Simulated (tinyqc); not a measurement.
Gate sheet resistance from two finger widths.

Inverse problem. At low frequency R = Rsh Wf/(3 L) + B/Wf, where B collects the channel and vertical terms. Find Rsh, B and the width of lowest R.

Values chosen for this exercise:
- L = 0.25 um (channel length)

input resistance of single fingers, contacted at one end, of width 1.9 and 5.4 um (ohm): 115.67018  217.34074

Answer. R Wf is a straight line in Wf^2; the minimum of R lies where both terms are equal.

Rsh = 28.00 ohm/square
B = 85.00 ohm um
width of lowest R = 1.509 um

Computed by the program tinyqc: `OMP_NUM_THREADS=1 python tinyqc.py 2262060 2262061 out.jsonl`, one thread of a shared Intel Xeon 2.30GHz, about 0.01 s for the whole run.
